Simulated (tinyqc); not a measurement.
Worked calculation: Pariser-Parr-Pople SCF with singles CI, for the molecule [CH2+]c1ccc(N)c(F)c1 (SMILES; centres numbered as the heavy atoms are written). Computed by tinyqc, a small Python program that keeps every step. Settings: charge = 1, gamma = Ohno, start = huckel, damping = 0, iteration cap = 52, excitations kept = 9. Command: `OMP_NUM_THREADS=1 python tinyqc.py 23493 23494 out.jsonl` (the two numbers bound the seeds that draw the settings). One thread of a shared host (Intel(R) Xeon(R) Processor @ 2.60GHz), about 0.02 s of CPU time with the checks. Later iterations appear only in the table of the cycle.

## PPP integrals

Centres (angstrom, eV; a flat drawing with bonds scaled to 1.40 angstrom):
```
centre          x          y  core charge z          W   gamma_rr
1C       2.939000  -0.411000              1  11.160000  11.130000
2C       1.576000  -0.092000              1  11.160000  11.130000
3C       1.171000   1.248000              1  11.160000  11.130000
4C      -0.193000   1.567000              1  11.160000  11.130000
5C      -1.150000   0.546000              1  11.160000  11.130000
6N      -2.514000   0.865000              2  25.600000  16.800000
7C      -0.745000  -0.794000              1  11.160000  11.130000
8F      -1.703000  -1.815000              2  39.000000  21.400000
9C       0.618000  -1.113000              1  11.160000  11.130000
```

Resonance integrals (eV):
```
i  j       beta
1  2  -2.390000
2  3  -2.390000
3  4  -2.390000
4  5  -2.390000
5  6  -2.240000
5  7  -2.390000
7  8  -2.100000
7  9  -2.390000
9  2  -2.390000
```

Ohno: gamma = 14.399645/sqrt(R^2 + a^2), a = 2 x 14.399645/(gamma_rr + gamma_ss); H_rr = -W_r - sum_(s != r) z_s gamma_rs; H_rs = beta for bonds.

repulsion gamma_rs (eV), order 1C, 2C, 3C, 4C, 5C, 6N, 7C, 8F, 9C:
```
[[11.130000, 7.554351, 5.239893, 3.669876, 3.276914, 2.528722, 3.670277, 2.920925, 5.239290],
 [7.554351, 11.130000, 7.554252, 5.238667, 4.668924, 3.329261, 5.239290, 3.780965, 7.553649],
 [5.239893, 7.554252, 11.130000, 7.551517, 5.239290, 3.744385, 4.668262, 3.354599, 5.239191],
 [3.669876, 5.238667, 7.551517, 11.130000, 7.555640, 5.464825, 5.239574, 3.781297, 4.668433],
 [3.276914, 4.668924, 5.239290, 7.555640, 11.130000, 8.278566, 7.554252, 5.578111, 5.239893],
 [2.528722, 3.329261, 3.744385, 5.464825, 8.278566, 16.800000, 5.464118, 4.965838, 3.744892],
 [3.670277, 5.239290, 4.668262, 5.239574, 7.554252, 5.464118, 11.130000, 8.692821, 7.554351],
 [2.920925, 3.780965, 3.354599, 3.781297, 5.578111, 4.965838, 8.692821, 21.400000, 5.578230],
 [5.239290, 7.553649, 5.239191, 4.668433, 5.239893, 3.744892, 7.554351, 5.578230, 11.130000]]
```

core matrix H (eV), order 1C, 2C, 3C, 4C, 5C, 6N, 7C, 8F, 9C:
```
[[-50.709895, -2.390000, 0.000000, 0.000000, 0.000000, 0.000000, 0.000000, 0.000000, 0.000000],
 [-2.390000, -63.189583, -2.390000, 0.000000, 0.000000, 0.000000, 0.000000, 0.000000, -2.390000],
 [0.000000, -2.390000, -60.850373, -2.390000, 0.000000, 0.000000, 0.000000, 0.000000, 0.000000],
 [0.000000, 0.000000, -2.390000, -63.575951, -2.390000, 0.000000, 0.000000, 0.000000, 0.000000],
 [0.000000, 0.000000, 0.000000, -2.390000, -72.408267, -2.240000, -2.390000, 0.000000, 0.000000],
 [0.000000, 0.000000, 0.000000, 0.000000, -2.240000, -68.086445, 0.000000, 0.000000, 0.000000],
 [0.000000, 0.000000, 0.000000, 0.000000, -2.390000, 0.000000, -73.399884, -2.100000, -2.390000],
 [0.000000, 0.000000, 0.000000, 0.000000, 0.000000, 0.000000, -2.100000, -82.618624, 0.000000],
 [0.000000, -2.390000, 0.000000, 0.000000, 0.000000, 0.000000, -2.390000, 0.000000, -65.301052]]
```

## Starting guess

pi electrons, sum of z_r less the charge = 10

Orbitals of the Hueckel matrix of the beta values.

P at the start, order 1C, 2C, 3C, 4C, 5C, 6N, 7C, 8F, 9C:
```
[[1.303466, 0.699219, 0.000000, -0.259623, 0.000000, 0.335581, -0.166158, 0.345373, -0.303466],
 [0.699219, 1.000000, 0.439596, 0.000000, -0.111261, 0.000000, 0.000000, -0.145997, 0.533061],
 [0.000000, 0.439596, 1.000000, 0.815641, 0.000000, -0.351382, -0.134220, 0.000000, 0.000000],
 [-0.259623, 0.000000, 0.815641, 1.000000, 0.463355, 0.000000, 0.000000, 0.028063, -0.227684],
 [0.000000, -0.111261, 0.000000, 0.463355, 1.000000, 0.785656, 0.394548, 0.000000, 0.000000],
 [0.335581, 0.000000, -0.351382, 0.000000, 0.785656, 1.000000, 0.000000, -0.372603, -0.088478],
 [-0.166158, 0.000000, -0.134220, 0.000000, 0.394548, 0.000000, 1.000000, 0.667830, 0.593895],
 [0.345373, -0.145997, 0.000000, 0.028063, 0.000000, -0.372603, 0.667830, 1.393068, -0.345373],
 [-0.303466, 0.533061, 0.000000, -0.227684, 0.000000, -0.088478, 0.593895, -0.345373, 1.303466]]
```

## Iteration 1: Fock matrix

F_rr = H_rr + P_rr gamma_rr / 2 + sum_(s != r) P_ss gamma_rs; F_rs = H_rs - P_rs gamma_rs / 2; E = tr P (H + F) / 2 + core repulsion sum_(r<s) z_r z_s gamma_rs.

F (eV), order 1C, 2C, 3C, 4C, 5C, 6N, 7C, 8F, 9C:
```
[[-6.617789, -5.031072, 0.000000, 0.476391, 0.000000, -0.424295, 0.304923, -0.504405, 0.794973],
 [-5.031072, -6.634284, -4.050411, 0.000000, 0.259736, 0.000000, 0.000000, 0.276004, -4.403277],
 [0.000000, -4.050411, -8.195352, -5.469665, 0.000000, 0.657854, 0.313286, 0.000000, 0.000000],
 [0.476391, 0.000000, -5.469665, -10.824422, -4.140471, 0.000000, 0.000000, -0.053057, 0.531464],
 [0.000000, 0.259736, 0.000000, -4.140471, -14.674539, -5.492051, -3.880259, 0.000000, 0.000000],
 [-0.424295, 0.000000, 0.657854, 0.000000, -5.492051, -18.310098, 0.000000, 0.925144, 0.165669],
 [0.304923, 0.000000, 0.313286, 0.000000, -3.880259, 0.000000, -12.928777, -5.002661, -4.633247],
 [-0.504405, 0.276004, 0.000000, -0.053057, 0.000000, 0.925144, -5.002661, -26.480807, 0.963286],
 [0.794973, -4.403277, 0.000000, 0.531464, 0.000000, 0.165669, -4.633247, 0.963286, -9.446764]]
```

pi energy = -167.276034 eV

## Iteration 1: orbitals and new P

Diagonalise F (the basis is taken as orthonormal) and form P = 2 sum c c over the lowest orbitals.

orbital energies (eV): [-28.293097, -23.427581, -17.211632, -15.635351, -13.542047, -8.622423, -5.206620, -3.451776, 1.277693]

P after iteration 1, order 1C, 2C, 3C, 4C, 5C, 6N, 7C, 8F, 9C:
```
[[0.416414, 0.567870, 0.282345, -0.064917, -0.270348, 0.297809, -0.179168, 0.120698, 0.211117],
 [0.567870, 0.915518, 0.516043, 0.046208, -0.270604, 0.167933, 0.009425, -0.004320, 0.548102],
 [0.282345, 0.516043, 0.775897, 0.722331, 0.074532, -0.162088, -0.217559, 0.045512, 0.027670],
 [-0.064917, 0.046208, 0.722331, 1.084857, 0.580380, -0.233737, -0.095826, 0.001680, -0.253039],
 [-0.270348, -0.270604, 0.074532, 0.580380, 1.094998, 0.471312, 0.520598, -0.094669, 0.012085],
 [0.297809, 0.167933, -0.162088, -0.233737, 0.471312, 1.725306, -0.210027, 0.025623, -0.096075],
 [-0.179168, 0.009425, -0.217559, -0.095826, 0.520598, -0.210027, 1.168533, 0.221461, 0.720218],
 [0.120698, -0.004320, 0.045512, 0.001680, -0.094669, 0.025623, 0.221461, 1.936160, -0.219728],
 [0.211117, 0.548102, 0.027670, -0.253039, 0.012085, -0.096075, 0.720218, -0.219728, 0.882318]]
```

## Iteration 2: Fock matrix

As before.

F (eV), order 1C, 2C, 3C, 4C, 5C, 6N, 7C, 8F, 9C:
```
[[-10.911532, -4.534943, -0.739730, 0.119118, 0.442953, -0.376539, 0.328798, -0.176275, -0.553052],
 [-4.534943, -12.440458, -4.339161, -0.121034, 0.631714, -0.279547, -0.024690, 0.008168, -4.460085],
 [-0.739730, -4.339161, -10.472263, -5.117346, -0.195247, 0.303461, 0.507811, -0.076338, -0.072485],
 [0.119118, -0.121034, -5.117346, -10.090485, -4.582571, 0.638667, 0.251045, -0.003176, 0.590649],
 [0.442953, 0.631714, -0.195247, -4.582571, -9.879813, -4.190892, -4.356364, 0.264038, -0.031662],
 [-0.376539, -0.279547, 0.303461, 0.638667, -4.190892, -12.290214, 0.573807, -0.063620, 0.179895],
 [0.328798, -0.024690, 0.507811, 0.251045, -4.356364, 0.573807, -10.070507, -3.062562, -5.110388],
 [-0.176275, 0.008168, -0.076338, -0.003176, 0.264038, -0.063620, -3.062562, -20.763642, 0.612846],
 [-0.553052, -4.460085, -0.072485, 0.590649, -0.031662, 0.179895, -5.110388, 0.612846, -10.337475]]
```

pi energy = -175.314231 eV

## Iteration 2: orbitals and new P

As before.

orbital energies (eV): [-21.826709, -20.338543, -17.444700, -15.728624, -13.394486, -8.771717, -4.511489, -4.341935, -0.898187]

P after iteration 2, order 1C, 2C, 3C, 4C, 5C, 6N, 7C, 8F, 9C:
```
[[0.662054, 0.728017, 0.176199, -0.212941, -0.194725, 0.390800, -0.265571, 0.088749, 0.101716],
 [0.728017, 1.064126, 0.451755, -0.022063, -0.172267, 0.081777, -0.008085, -0.009324, 0.474124],
 [0.176199, 0.451755, 0.891409, 0.790760, 0.113910, -0.259439, -0.185471, 0.038798, -0.107652],
 [-0.212941, -0.022063, 0.790760, 1.021331, 0.507789, -0.159219, 0.025083, -0.017116, -0.210452],
 [-0.194725, -0.172267, 0.113910, 0.507789, 0.935561, 0.650700, 0.465783, -0.073113, 0.108254],
 [0.390800, 0.081777, -0.259439, -0.159219, 0.650700, 1.506284, -0.133422, 0.006605, -0.224389],
 [-0.265571, -0.008085, -0.185471, 0.025083, 0.465783, -0.133422, 1.006420, 0.214381, 0.783340],
 [0.088749, -0.009324, 0.038798, -0.017116, -0.073113, 0.006605, 0.214381, 1.952456, -0.178096],
 [0.101716, 0.474124, -0.107652, -0.210452, 0.108254, -0.224389, 0.783340, -0.178096, 0.960360]]
```

## Convergence

Stop when output and input P, before any damping, agree to 1e-7.

Course of the cycle:
```
iteration         E (eV)  largest |P(out) - P(in)|
1          -167.27603419                  8.87e-01
2          -175.31423146                  2.46e-01
3          -176.76304349                  8.71e-02
4          -176.92935578                  2.49e-02
5          -176.95731262                  1.30e-02
6          -176.96406264                  6.05e-03
7          -176.96585878                  3.14e-03
8          -176.96636531                  1.82e-03
9          -176.96651532                  1.06e-03
10         -176.96656153                  6.15e-04
11         -176.96657620                  3.59e-04
...                  ...                       ...
17         -176.96658334                  1.52e-05
18         -176.96658335                  9.05e-06
19         -176.96658335                  5.42e-06
20         -176.96658335                  3.25e-06
21         -176.96658335                  1.96e-06
22         -176.96658335                  1.18e-06
23         -176.96658335                  7.15e-07
24         -176.96658335                  4.34e-07
25         -176.96658335                  2.64e-07
26         -176.96658335                  1.61e-07
27         -176.96658335                  9.80e-08
```

Converged in 27 iterations.

## Converged orbitals

Charges are z - P_rr.

orbital energies (eV): [-22.775178, -20.109880, -18.450453, -16.096027, -14.790062, -7.678590, -4.449954, -4.011990, -1.362963]

coefficients, order 1C, 2C, 3C, 4C, 5C, 6N, 7C, 8F, 9C:
```
[[0.021958, 0.180267, 0.367197, -0.037010, 0.375919, 0.656677, 0.041317, -0.456770, -0.218935],
 [0.060239, 0.359132, 0.572100, -0.044155, 0.302189, -0.101910, -0.036224, 0.501804, 0.428165],
 [0.038000, 0.322836, 0.242398, 0.489762, -0.089656, -0.377665, -0.499599, -0.185077, -0.401481],
 [0.063650, 0.372850, -0.060447, 0.534150, -0.336758, 0.093440, 0.512414, -0.215439, 0.369922],
 [0.157074, 0.498443, -0.408075, -0.019106, -0.090887, 0.384484, -0.062724, 0.521519, -0.357753],
 [0.071075, 0.353441, -0.490474, -0.097524, 0.633587, -0.343616, 0.036078, -0.280939, 0.142194],
 [0.325764, 0.243760, -0.035819, -0.438961, -0.412304, 0.097814, -0.463487, -0.308287, 0.388672],
 [0.915857, -0.303265, 0.033300, 0.179981, 0.140828, -0.024336, 0.089895, 0.056167, -0.063825],
 [0.125513, 0.265579, 0.256858, -0.486356, -0.215412, -0.361896, 0.506632, -0.098907, -0.409104]]
```

pi charges: [0.379007, -0.106340, 0.175341, -0.090889, 0.103463, 0.437039, -0.059011, 0.031803, 0.129586]

## Singles CI, singlets

Over the 9 single excitations with the smallest orbital gaps: A = (e_a - e_i) delta + 2 (ia|jb) - (ij|ab), with (pq|rs) = sum c_mp c_mq gamma_mn c_nr c_ns. f = 2/3 w |mu|^2 in atomic units, mu = sqrt2 sum c_ia sum_m c_mi c_ma R_m.

singlet CI matrix (eV), order 5>6, 4>6, 5>7, 3>6, 5>8, 4>7, 4>8, 2>6, 5>9:
```
[[4.190328, -0.181275, -0.043434, -0.340185, -0.095288, -0.647580, -0.038714, 0.070791, 0.016495],
 [-0.181275, 3.556877, 0.398258, 0.090822, 0.052126, 0.025924, -0.075170, -0.079273, 0.008028],
 [-0.043434, 0.398258, 5.411963, -0.010943, -0.071816, 0.036628, 0.301851, 0.031968, 0.009260],
 [-0.340185, 0.090822, -0.010943, 6.266215, -0.134523, -0.195611, -0.029225, -0.422593, -0.035402],
 [-0.095288, 0.052126, -0.071816, -0.134523, 6.289662, -0.382064, -0.076476, 0.040878, 0.371211],
 [-0.647580, 0.025924, 0.036628, -0.195611, -0.382064, 6.620150, 0.016651, 0.063104, 0.124152],
 [-0.038714, -0.075170, 0.301851, -0.029225, -0.076476, 0.016651, 6.910858, 0.024351, -0.030062],
 [0.070791, -0.079273, 0.031968, -0.422593, 0.040878, 0.063104, 0.024351, 7.637428, -0.120825],
 [0.016495, 0.008028, 0.009260, -0.035402, 0.371211, 0.124152, -0.030062, -0.120825, 8.375871]]
```

singlet excitation energies (eV): [3.424804, 3.978160, 5.439072, 6.005525, 6.250021, 6.901347, 7.035113, 7.766873, 8.458436]

oscillator strengths: [0.070336, 1.029841, 0.078735, 0.164336, 0.040833, 0.682400, 0.855426, 0.009975, 0.006737]

## Singles CI, triplets

Over the 9 single excitations with the smallest orbital gaps: A = (e_a - e_i) delta - (ij|ab), with (pq|rs) = sum c_mp c_mq gamma_mn c_nr c_ns.

triplet CI matrix (eV), order 5>6, 4>6, 5>7, 3>6, 5>8, 4>7, 4>8, 2>6, 5>9:
```
[[1.375439, 0.057062, 0.207821, -0.395057, -0.821544, 0.481170, 0.131371, -0.307965, 0.290319],
 [0.057062, 2.896251, 0.481170, 0.050969, 0.131371, -0.031445, -0.478732, -0.049932, -0.127790],
 [0.207821, 0.481170, 4.721116, -0.179967, 0.022573, -0.110913, -0.228597, -0.037433, 0.123178],
 [-0.395057, 0.050969, -0.179967, 4.615893, 1.175623, -0.234630, -0.206305, -0.398267, -0.174129],
 [-0.821544, 0.131371, 0.022573, 1.175623, 4.727251, -0.228597, -0.000029, 0.045294, 0.652321],
 [0.481170, -0.031445, -0.110913, -0.234630, -0.228597, 4.601354, -0.067486, -0.646893, 0.915113],
 [0.131371, -0.478732, -0.228597, -0.206305, -0.000029, -0.067486, 6.148294, -0.038315, 0.008599],
 [-0.307965, -0.049932, -0.037433, -0.398267, 0.045294, -0.646893, -0.038315, 6.812787, 0.377162],
 [0.290319, -0.127790, 0.123178, -0.174129, 0.652321, 0.915113, 0.008599, 0.377162, 7.657202]]
```

triplet excitation energies (eV): [1.086047, 2.715174, 3.411262, 3.992652, 4.825717, 6.058531, 6.362727, 7.040184, 8.063293]
